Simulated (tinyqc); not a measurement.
From results back to parameters: Landau levels of bilayer graphene. Three cases, with inputs chosen for the exercise.

Problem. Two successive minima of rho_xx occur at the fields below; each unresolved level holds 4 n_B electrons, n_B = B/(h/e), so minima lie at n/n_B = 4 (j + phi) with integer j and phi = 0 or 1/2; 1/angstrom^2 = 1e16/cm^2.

Constants: h/e = 413566.7697 T angstrom^2.

Find: period in 1/B; n; j + phi at the higher field.

Method. The period is 4/(n h/e), and j + phi = 1/(B x period). An integer means phi = 0.

Case 1.

higher field = 2.06783 T
lower field = 1.77243 T

Solution.

period in 1/B = 0.0806 1/T
n = 12.00 x 1e11/cm^2
j + phi at the higher field = 6

Case 2.

higher field = 0.51696 T
lower field = 0.38772 T

Solution.

period in 1/B = 0.6448 1/T
n = 1.50 x 1e11/cm^2
j + phi at the higher field = 3

Case 3.

higher field = 4.48031 T
lower field = 3.36023 T

Solution.

period in 1/B = 0.0744 1/T
n = 13.00 x 1e11/cm^2
j + phi at the higher field = 3

Computed by tinyqc, one run a case: `OMP_NUM_THREADS=1 python tinyqc.py N N+1 out.jsonl` with N = 1281907, 1282331, 1282770; one thread of a shared Intel(R) Xeon(R) Processor @ 2.30GHz, about 0.01 s a run at most.
